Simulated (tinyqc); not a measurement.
# Changing the binding energy E_b (positive for attraction)

Model: five-frequency model of solute diffusion by vacancies in an fcc metal. Computed by tinyqc, a small Python program. Command: `OMP_NUM_THREADS=1 python tinyqc.py 3006012 3006013 out.jsonl fivefreq sweep`. One thread of a shared host (Intel(R) Xeon(R) Processor @ 2.30GHz), about 0.01 s of CPU time with the checks.

A vacancy next to the solute exchanges with it (w2), jumps to one of 4 sites that also neighbour the solute (w1) or to one of 7 that do not (w3); w4 is the reverse of w3 and w0 the host jump.

Inputs (values chosen for the exercise, for a model solute in a host close to aluminium):

| quantity | value | unit |
|---|---|---|
| barrier E0 (host jump) | 0.629 | eV |
| barrier E1 (vacancy circles the solute) | 0.527 | eV |
| barrier E2 (exchange) | 0.357 | eV |
| barrier E3 (dissociation) | 0.683 | eV |
| vacancy formation energy E_f | 0.66 | eV |
| formation entropy S_f | 1.6 | k_B |
| attempt frequency nu | 9 | THz |
| lattice constant a | 4.05 | angstrom |
| temperature T | 397 | K |

Constants: k_B = 8.617333262e-05 eV/K.

Method:
- w_i = nu exp(-E_i/(k_B T)); detailed balance gives E4 = E3 - E_b.
- Manning: with y = w4/w0, 7F = 7 - (10 y^4 + 180.5 y^3 + 927 y^2 + 1341 y)/(2 y^4 + 40.2 y^3 + 254 y^2 + 597 y + 436); f2 = (2 w1 + 7F w3)/(2 w2 + 2 w1 + 7F w3).
- The mean cosine between successive solute jumps follows from f2 = (1 + c)/(1 - c).
- c_v = exp(S_f - E_f/(k_B T)); host D0 = a^2 c_v w0 x 0.7815; solute D2 = a^2 c_v exp(E_b/(k_B T)) w2 f2; 1 angstrom^2 = 1e-16 cm^2.

One run for each value:

| binding energy E_b (positive for attraction) (eV) | ratio D2/D0 | 7F | correlation factor f2 | y = w4/w0 |
|---|---|---|---|---|
| -0.150 | 3.238e-01 | 6.992 | 0.007151 | 2.572e-03 |
| -0.081 | 2.432e+00 | 6.941 | 0.007150 | 1.933e-02 |
| -0.012 | 1.825e+01 | 6.593 | 0.007137 | 1.453e-01 |
| 0.056 | 1.322e+02 | 5.084 | 0.007083 | 1.060e+00 |
| 0.130 | 1.137e+03 | 2.851 | 0.007003 | 9.221e+00 |
| 0.190 | 6.543e+03 | 2.181 | 0.006979 | 5.327e+01 |
| 0.260 | 5.059e+04 | 2.025 | 0.006973 | 4.122e+02 |
| 0.330 | 3.914e+05 | 2.003 | 0.006973 | 3.190e+03 |
| 0.400 | 3.029e+06 | 2.000 | 0.006973 | 2.468e+04 |

What does the table show, and why?

Over the rows, ratio D2/D0 rises from 0.324 to 3.03e6; 7F falls from 6.99 to 2.00; correlation factor f2 falls from 0.00715 to 0.00697. At fixed E3 stronger binding raises w4, so an escaped vacancy returns more often: 7F falls from 7 towards 2.
